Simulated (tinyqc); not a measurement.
Deep-level transient spectroscopy (DLTS) of one majority-carrier trap: one step, computed by the program tinyqc.

A filling pulse loads the traps in a one-sided junction; under reverse bias they empty at the rate e, and the capacitance relaxes as C(t) = C_0 - dC exp(-e t). The signal is S = [C(t_2) - C(t_1)]/dC.

Question. Rate window and signal. S(e) = exp(-e t_1) - exp(-e t_2) peaks at the rate window e_0 = ln(t_2/t_1)/(t_2 - t_1).

Inputs (values chosen for the exercise, with mass and screening modelled on InP): gate time t_1 = 0.004 s; ratio t_2/t_1 = 5; temperature T = 154 K.

Carriers: holes. Extra term: none.

emission rate e = 0.005069356 1/s

Give: rate window e_0; peak height S_max; signal at T.

Answer.

rate window e_0 = 100.6 1/s

peak height S_max = 0.5350

signal at T = 8.110e-05

At this T the trap empties slower than the window, by a factor 19800: the point lies on the low-temperature side of the peak.
